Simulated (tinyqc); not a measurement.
Layer against dose: implant damage, amorphisation by cascade overlap, and solid-phase epitaxial regrowth. Computed by tinyqc, a small Python program. Command: `OMP_NUM_THREADS=1 python tinyqc.py 3111792 3111793 out.jsonl sper walk`. One thread of a shared host (Intel(R) Xeon(R) Processor @ 2.30GHz), about 0.01 s of CPU time with the checks.

Range and width of the damage are inputs. Dynamic annealing enters only through the surviving share f.

Inputs (values chosen for the exercise, modelled on fluorine ions in silicon): atomic density N = 49.9 1/nm^3; ion Z1 = 9; ion mass M1 = 19 u; target Z2 = 14; target mass M2 = 28.09 u; ion energy E = 15 keV; displacement energy E_d = 15 eV; depth of the damage peak R_d = 16 nm; width of the damage profile s_d = 10 nm; share of defects that survive f = 0.48; critical displaced share x_c = 0.099; dose Q = 1.9e+14 1/cm^2.

Constants: a_0 = 0.529177210903 angstrom; e^2/(4 pi eps_0) = 14.39964548 eV angstrom.

Method. Robinson partition: eps = E a M2/(Z1 Z2 (e^2/(4 pi eps_0)) (M1 + M2)), a = 0.8853 a_0/sqrt(Z1^(2/3) + Z2^(2/3)); k = 0.0793 Z1^(2/3) Z2^(1/2) (M1 + M2)^(3/2)/((Z1^(2/3) + Z2^(2/3))^(3/4) M1^(3/2) M2^(1/2)); damage energy T_d = E/(1 + k (eps + 0.40244 eps^(3/4) + 3.4008 eps^(1/6))); displacements nu = 0.8 T_d/(2 E_d). Displaced share x(z) = f nu Q exp(-(z - R_d)^2/(2 s_d^2))/(sqrt(2 pi) s_d N); the layer is amorphous where x > x_c, between R_d -/+ s_d sqrt(2 ln(x_max/x_c)), the upper edge being cut at the surface. Threshold dose Q_c = Q x_c/x_max.

threshold dose Q_c = 1.10271e+14 1/cm^2

displacements per ion nu = 233.949

Dose series; the last column is f nu Q erfc((z2 - R_d)/(sqrt2 s_d))/2:
```
Q (1/cm^2)   x_max  upper edge (nm)  lower edge (nm)  displaced atoms beyond z2 (1/cm^2)
1.21e+14    0.1086           11.691           20.309                          4.5283e+15
1.65e+14    0.1481            7.022           24.978                          3.4214e+15
2.76e+14    0.2478            2.454           29.546                          2.7204e+15
4.41e+14    0.3959            0.000           32.650                          2.3749e+15
7.72e+14    0.6931            0.000           35.728                          2.1029e+15
1.32e+15    1.1851            0.000           38.282                          1.9171e+15
2.76e+15    2.4779            0.000           41.377                          1.7290e+15
5.51e+15    4.9468            0.000           43.969                          1.5961e+15
```

What does the comparison show, and why?

A dose 46 times larger moves the lower edge from 20.3 to 44.0 nm, as the root of a logarithm, and the damage beyond it falls by a factor 2.8, since the edge lies on an ever steeper tail. The layer reaches the surface at Q_c exp(R_d^2/(2 s_d^2)) = 3.97e14 per cm^2.
